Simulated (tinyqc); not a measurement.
Monte Carlo simulation of one carrier in a uniform electric field: one step, computed by the program tinyqc. Command: `OMP_NUM_THREADS=1 python tinyqc.py 3001024 3001025 out.jsonl mcfl walk`. One thread of a shared host (Intel(R) Xeon(R) Processor @ 2.30GHz), about 3 s of CPU time with the checks.

The force e F acts along +z. Flights end at the constant total rate Gamma; the part of Gamma that the real rates do not fill is self-scattering, which leaves k unchanged. One valley, no impurities and no intervalley scattering.

Task: Flight 2. Kane band: hbar^2 k^2/(2 m) = E (1 + alpha E), speed v = hbar k/(m (1 + 2 alpha E)), states per spin, volume and energy g(E) = m k (1 + 2 alpha E)/(2 pi^2 hbar^2); overlap factors are set to 1. Masses are multiplied by m_0 and all formulas are in SI units. Flight: t = -ln(r1)/Gamma; k_z grows by e F t/hbar; E follows from the band; dz = (E_end - E_start)/(e F). Use row 2 of the random numbers.

Inputs (values chosen for the exercise, modelled on CdS):
```
quantity                value   unit
effective mass m        0.204    m_0
non-parabolicity alpha   0.29   1/eV
lattice temperature T      77      K
electric field F         0.52  kV/cm
```

Crystal: polar. Band: Kane.

k after event 1, the start of the next flight (1/nm): 0.0560000  0.1500000  0.1549012

Random numbers (0.02 to 0.98, from up to 60 sets tried for early real events), one row a flight:
```
       r1      r2      r3      r4
1  0.0373  0.3362  0.3297  0.1736
2  0.8688  0.1840  0.6528  0.2666
3  0.5743  0.3968  0.8855  0.0677
4  0.5419  0.5353  0.8319  0.7933
5  0.5072  0.8221  0.9678  0.1917
6  0.3704  0.9385  0.4942  0.7272
7  0.2865  0.8419  0.8317  0.1043
```

Gamma = 53.01131 1e12/s

Constants: e = 1.602176634e-19 C; hbar = 1.054571817e-34 J s; m_0 = 9.1093837015e-31 kg.

Give: flight time t; k at the end of the flight; energy at the end; displacement dz.

Result:

flight time t = 2.653 fs

k at the end of the flight (1/nm): 0.0560  0.1500  0.1551

energy at the end = 9.256 meV

displacement dz = 0.2321 nm
